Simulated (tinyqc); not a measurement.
Inside a calculation. Model: frequency dispersion of an accumulation capacitance by border traps, distributed model.

tinyqc, about 0.4 s, one thread, Intel Xeon 2.30GHz (shared host): `OMP_NUM_THREADS=1 python tinyqc.py 2202183 2202184 out.jsonl` Printed values are rounded.

Traps spread evenly through the insulator exchange electrons with the semiconductor by tunnelling, with tau(x) = t0 exp(2 ka x) at depth x from the interface. The admittance per area Y seen at depth x obeys dY/dx = -Y^2/(i w eps0 eox) + q Nb ln(1 + i w tau)/tau, with Y(0) = i w Cs and w = 2 pi f; the gate sees Y(tox) = G + i w C. Working variable y = Y/(i w), in uF/cm^2. Cox = eps0 eox/tox.

Inputs (values chosen for the exercise); permittivity close to that of hafnium oxide: relative permittivity of the insulator eox = 19.4; insulator thickness tox = 6.6 nm; semiconductor capacitance in accumulation Cs = 1.8 uF/cm^2; density of border traps Nb = 6.4e19 cm^-3 eV^-1; decay constant of the wave function in the insulator ka = 4.3 1/nm; time constant of a trap at the interface t0 = 2e-10 s; frequency f = 1000 Hz; depth down to which the steps are taken xe = 2.2 nm.

Constants: q = 1.602176634e-19 C, eps0 = 8.8541878128e-14 F/cm where lengths are in cm. Results are converted to the units shown.

## Scales and lumped estimate

Cox; trap-free value 1/(1/Cox + 1/Cs); response depth d = ln(1/(w t0))/(2 ka), where w tau = 1; lumped estimate: all traps within d act as C_bt = q Nb d placed at d/2, so C = 1/{1/[1/(1/Cs + d/(2 eps0 eox)) + C_bt] + (tox - d/2)/(eps0 eox)}.

Cox = 2.602595 uF/cm^2
trap-free C = 1.064070 uF/cm^2
d = 1.579892 nm
C_bt = 1.620010 uF/cm^2
lumped C = 1.555455 uF/cm^2

The traps within reach amount to 0.900 Cs and lie in the first 23.9 % of the insulator.

## Midpoint steps through the active depth

In terms of y: dy/dx = -y^2/(eps0 eox) + s(x), s = q Nb ln(1 + z)/z, z = i w tau. 9 midpoint steps of h = xe/9: y_half = y + (h/2) y'(x, y), y(new) = y + h y'(x + h/2, y_half).

```
point     x (nm)    s (uF/(cm^2 nm))         y (uF/cm^2)
0              0  1.025393-0.000001i  1.800000+0.000000i
1      0.2444444  1.025393-0.000005i  1.999155+0.000000i
2      0.4888889  1.025393-0.000043i  2.187285-0.000004i
3      0.7333333  1.025393-0.000353i  2.364052-0.000034i
4      0.9777778  1.025382-0.002891i  2.529310-0.000275i
5       1.222222  1.024666-0.023633i  2.683064-0.002251i
6       1.466667  0.980431-0.181007i  2.824100-0.018256i
7       1.711111  0.417294-0.390873i  2.896667-0.104722i
8       1.955556  0.062068-0.130983i  2.819616-0.154503i
9            2.2  0.007756-0.026412i  2.716137-0.156375i
```

## Capacitance and conductance at the gate

y at xe = 2.716137-0.156375i uF/cm^2

Beyond xe the traps are ignored, so 1/y(tox) = 1/y(xe) + (tox - xe)/(eps0 eox); C = Re y, G/w = -Im y, loss tangent G/(w C).

y at the gate = 1.603015-0.054350i uF/cm^2
C = 1.603015 uF/cm^2
G/w = 0.05435028 uF/cm^2
loss tangent = 0.03390504

A fine integration over the whole insulator gives C = 1.6041 and G/w = 0.05526 uF/cm^2; the coarse G/w is 1.7 % below that. The fine C is 51 % above the trap-free value, and the lumped estimate is 3.0 % below the fine result.
